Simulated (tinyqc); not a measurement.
# One-dimensional ballistic tunnel FET, two-band WKB: what changes with what

A p-type source for x < 0 with its Fermi level at 0 and its valence edge at ds; in the channel the bands fall as D exp(-x/lam) towards their flat values, with the conduction edge at Ec = ds - dP and D = dP + Eg. The gate moves dP one to one. The drain Fermi level lies at -Vd and the drain side reflects nothing. For w = E - Ec between 0 and dP an electron crosses the gap. Two-band dispersion with equal masses m: inside the gap kappa = sqrt(m u (1 - u/Eg)/C), u the distance from a band edge, C = hbar^2/(2 m0).

Inputs (values chosen for the exercise); band and dielectric values close to those of In0.53Ga0.47As: temperature T = 300 K; band gap Eg = 0.728 eV; band-edge mass of the two-band model m = 0.041 m0; screening length of the source junction lam = 4 nm; source valence edge above the source Fermi level ds = 0.15 eV; drain bias Vd = 0.5 V; number of degenerate subbands (spin apart) g = 2; tunnelling window Ev(source) - Ec(channel) dP = 0.47 eV.

Constants: q = 1.602176634e-19 C, kB = 1.380649e-23 J/K, hbar = 1.054571817e-34 J s, h = 6.62607015e-34 J s, m0 = 9.1093837015e-31 kg, Vt = kB T/q, hbar^2/(2 m0) = 0.0380998212 eV nm^2. Results are converted to the units shown.

Each table varies one quantity; the others keep the values above.

## Effect of the source degeneracy

S(w) = 2 lam int_0^Eg kappa(u) du/(w + Eg - u) = 2 pi lam sqrt(m/(C Eg)) [w + Eg/2 - sqrt(w (w + Eg))], T(w) = exp(-S). I = g (2 q^2/h) int_0^dP T(w) [f(E) - f(E + Vd)] dw, E = ds - dP + w, f(x) = 1/(1 + exp(x/Vt)). Swing = d(dP)/d(log10 I).

Result of one run:

| ds (eV) | I (uA) | swing (mV/decade) |
|---|---|---|
| 0.15 | 0.7448 | 270.1 |

What becomes of these results when the source valence edge above the source Fermi level ds is changed from 0.15 to 0.3 eV, all else the same?

Result of the changed run:

| ds (eV) | I (uA) | swing (mV/decade) |
|---|---|---|
| 0.3 | 0.1388 | 154.7 |

The whole series:

| ds (eV) | I (uA) | swing (mV/decade) |
|---|---|---|
| -0.05 | 2.027 | 397.6 |
| 0 | 1.876 | 382.7 |
| 0.05 | 1.516 | 352.3 |
| 0.1 | 1.101 | 312.0 |
| 0.15 | 0.7448 | 270.1 |
| 0.2 | 0.4698 | 229.5 |
| 0.25 | 0.2712 | 190.9 |
| 0.3 | 0.1388 | 154.7 |

I falls from 2.03 to 0.139 uA, and the swing falls from 398 to 155 mV/decade. The screening length is held fixed, though doping would change it.

## Effect of the band gap with the mass tied to it

Same model as above.

The mass follows the gap, m = 0.041 Eg/0.728 eV.

Effect of the band gap with the mass tied to it:

| Eg (eV) | T(w = dP) | I (uA) | swing (mV/decade) |
|---|---|---|---|
| 0.2 | 0.7633 | 24.81 | 535.7 |
| 0.37 | 0.4427 | 9.344 | 408.2 |
| 0.54 | 0.2104 | 2.989 | 328.1 |
| 0.71 | 0.08601 | 0.8549 | 274.7 |
| 0.89 | 0.02933 | 0.2071 | 235.3 |
| 1.06 | 0.009613 | 0.05061 | 208.0 |
| 1.23 | 0.002908 | 0.01169 | 187.0 |
| 1.4 | 8.214e-4 | 0.002574 | 170.4 |

Read the table: what changes, and by how much?

T(w = dP) falls from 0.763 to 8.21e-4 and I falls from 24.8 to 0.00257 uA; the swing falls from 536 to 170 mV/decade. With m/Eg fixed, S depends on the gap only through w + Eg/2 - sqrt(w (w + Eg)). For Eg = 0.2, 0.37, 0.54 S at w = dP is below 2, where a WKB prefactor of 1 is a rough guess.

Program tinyqc, `OMP_NUM_THREADS=1 python tinyqc.py 2620159 2620160 out.jsonl`; Intel Xeon 2.30GHz, shared host, one thread, about 0.01 s.
